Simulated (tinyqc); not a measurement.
Size effects in the resistivity of thin metal films and interconnect lines: one step, computed by the program tinyqc. Command: `OMP_NUM_THREADS=1 python tinyqc.py 3006491 3006492 out.jsonl size walk`. One thread of a shared host (Intel(R) Xeon(R) Processor @ 2.30GHz), about 0.01 s of CPU time with the checks.

Electrons lose their drift at surfaces (a share 1 - p of the hits) and at grain boundaries (reflection R), besides bulk scattering. The line sits in a trench with a non-conducting liner on both walls and the bottom; the spacing equals the drawn width.

Task: Resistance and delay. Total: rho = rho_b [1 + surface excess + grain excess]; resistance per length rho/(w_m h_m); capacitance per length C = 2 k eps_0 (aspect ratio + 1/2), a parallel-plate estimate for two neighbours plus a fixed term for the planes above and below; delay 0.38 R C L^2; effective resistivity per drawn area.

Inputs (values chosen for the exercise, modelled on silver): bulk resistivity rho_b = 1.54 microohm cm; aspect ratio (height over width) = 2.1; line length = 1.1 micrometre; permittivity of the dielectric k = 3.

Geometry: line.

rho/rho_b from surfaces = 2.473004

rho/rho_b from grains = 3.468007

metal width w_m = 25.2 nm

metal height h_m = 55.8 nm

share of the trench filled by metal = 91.85185 %

Constants: eps_0 = 8.8541878128e-12 F/m.

Give: resistivity rho; resistance per length; capacitance per length; RC delay; effective resistivity per drawn area.

Result:

resistivity rho = 7.609 microohm cm

resistance per length = 54.11 ohm/micrometre

capacitance per length = 0.1381 fF/micrometre

RC delay = 0.003437 ps

effective resistivity per drawn area = 8.284 microohm cm

Of the factor 5.38 over bulk, scattering gives 4.94 and the liner 1.09; within scattering, grain boundaries outweigh surfaces (2.47 against 1.47, grains first).
